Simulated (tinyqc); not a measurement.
Comparisons within one model: propagation of a band-gap error through k.p and effective-mass formulas. A value that a table varies takes the place of the one given here.

Chain, for a gap E (the reference Eg or another value), with Ep and Dso kept: 1/me = 1 + Ep (E + 2 Dso/3)/(E (E + Dso)); g* = 2 - 2 Ep Dso/(3 E (E + Dso)); g1(E) = g1 + (Ep/3)(1/E - 1/Eg), g2(E) = g2 + (Ep/6)(1/E - 1/Eg), light hole 1/(g1 + 2 g2), heavy hole 1/(g1 - 2 g2) along [100]; optical constant ei(E) = 1 + (ei - 1)(EP/(EP + E - Eg))^2, static e0(E) = ei(E) + e0 - ei.

Donor: R = Ry me/e0^2, a_B = a0 e0/me, Mott density (0.26/a_B)^3. Nc, Nv = 2 (m kT/(4 pi c))^(3/2), c = hbar^2/2m0, ni = sqrt(Nc Nv) exp(-E/2kT). Exciton: Ry mu/e0^2 with 1/mu = 1/me + g1(E). 1 angstrom^-3 = 1e24 cm^-3.

Constants: Ry = 13.60569312 eV; a0 (Bohr radius) = 0.5291772105 angstrom; kB = 8.617333262e-05 eV/K; hbar^2/2m0 = 3.80998211 eV angstrom^2.

Inputs chosen for the exercise (reference values near those of GaAs, gap at low temperature; the results hold for these values, not for the real material): Eg = 1.542 eV (gap at Gamma to the s-like level); Dso = 0.346 eV (spin-orbit splitting); Ep = 25.2 eV (Kane energy); g1 = 6.95 (Luttinger gamma1); g2 = 2.06 (gamma2); e0 = 13.11 (static dielectric constant); ei = 10.94 (optical dielectric constant); EP = 5.22 eV (mean (Penn) gap); mh = 0.62 m0 (density-of-states mass of the holes); T = 300 K (temperature); Eg2 = 0.833 eV (a wrong gap, of the size a semi-local functional can give).

## The size of the error

E = f Eg; ratios against f = 1.

Results:

| f | E (eV) | me ratio | light-hole ratio | e0 ratio | donor ratio | Mott ratio | g* | log10 ni ratio |
|---|---|---|---|---|---|---|---|---|
| 0.25 | 0.386 | 0.292 | 0.253 | 1.493 | 0.131 | 0.00745 | -18.613 | 9.31 |
| 0.40 | 0.617 | 0.442 | 0.404 | 1.362 | 0.238 | 0.0342 | -7.788 | 7.51 |
| 0.60 | 0.925 | 0.634 | 0.604 | 1.217 | 0.428 | 0.142 | -2.942 | 5.03 |
| 0.80 | 1.234 | 0.820 | 0.803 | 1.098 | 0.680 | 0.416 | -0.983 | 2.53 |
| 1.00 | 1.542 | 1.000 | 1.000 | 1.000 | 1.000 | 1.00 | 0.003 | 0.00 |
| 1.20 | 1.850 | 1.176 | 1.196 | 0.918 | 1.396 | 2.10 | 0.570 | -2.54 |
| 1.50 | 2.313 | 1.431 | 1.488 | 0.817 | 2.142 | 5.36 | 1.055 | -6.36 |
| 2.00 | 3.084 | 1.837 | 1.969 | 0.694 | 3.818 | 18.6 | 1.450 | -12.75 |

Between f = 0.8 and 1.2 the mean powers d ln(ratio)/d ln f are 0.89 for me, 0.98 for the light hole, -0.44 for e0, 1.77 for the donor energy and 3.99 for the Mott density; ni moves by -0.82 decades per 0.1 eV, against -0.1 eV/(2 kT ln 10) = -0.84 from the exponential alone, the rest coming from Nc through me^(3/4). g* changes sign between f = 0.80 and 1.00; the place of this zero hangs on remote bands, which are left out.

## What each input does

All at E = Eg2. Each row changes one parameter from the base and keeps the others.

Results:

| case | me (m0) | light hole (m0) | e0 | donor (meV) | exciton (meV) | log10 ni |
|---|---|---|---|---|---|---|
| base | 0.0353 | 0.0492 | 16.48 | 1.771 | 1.256 | 11.158 |
| Eg2 = 0.9 eV | 0.0379 | 0.0531 | 16.09 | 1.989 | 1.410 | 10.618 |
| Dso = 0.318 eV | 0.0351 | 0.0492 | 16.48 | 1.760 | 1.251 | 11.156 |
| Ep = 27.216 eV | 0.0328 | 0.0474 | 16.48 | 1.644 | 1.181 | 11.134 |
| g1 = 6.394 | 0.0353 | 0.0505 | 16.48 | 1.771 | 1.274 | 11.158 |
| EP = 4.802 eV | 0.0353 | 0.0492 | 16.85 | 1.693 | 1.201 | 11.158 |
| ei = 10.065 | 0.0353 | 0.0492 | 16.18 | 1.836 | 1.303 | 11.158 |
| mh = 0.67 m0 | 0.0353 | 0.0492 | 16.48 | 1.771 | 1.256 | 11.183 |
| T = 324 K | 0.0353 | 0.0492 | 16.48 | 1.771 | 1.256 | 11.727 |

The largest shifts from the base row, up to three for each result and ties (the steps differ in size, so this ranks the rows, not the parameters). me (m0): Ep -0.0025, Eg2 +0.0025, Dso -0.0002; unchanged at the printed digits by g1, EP, ei, mh and T. light hole (m0): Eg2 +0.0039, Ep -0.0017, g1 +0.0014; unchanged at the printed digits by Dso, EP, ei, mh and T. e0: Eg2 -0.39, EP +0.37, ei -0.30; unchanged at the printed digits by Dso, Ep, g1, mh and T. donor (meV): Eg2 +0.219, Ep -0.127, EP -0.077; unchanged at the printed digits by g1, mh and T. exciton (meV): Eg2 +0.154, Ep -0.076, EP -0.055; unchanged at the printed digits by mh and T. log10 ni: T +0.568, Eg2 -0.540, mh +0.025; unchanged at the printed digits by g1, EP and ei.

Program tinyqc; command `OMP_NUM_THREADS=1 python tinyqc.py 1880574 1880575 out.jsonl`; about 0.01 s on one thread of a shared Intel(R) Xeon(R) Processor @ 2.30GHz.
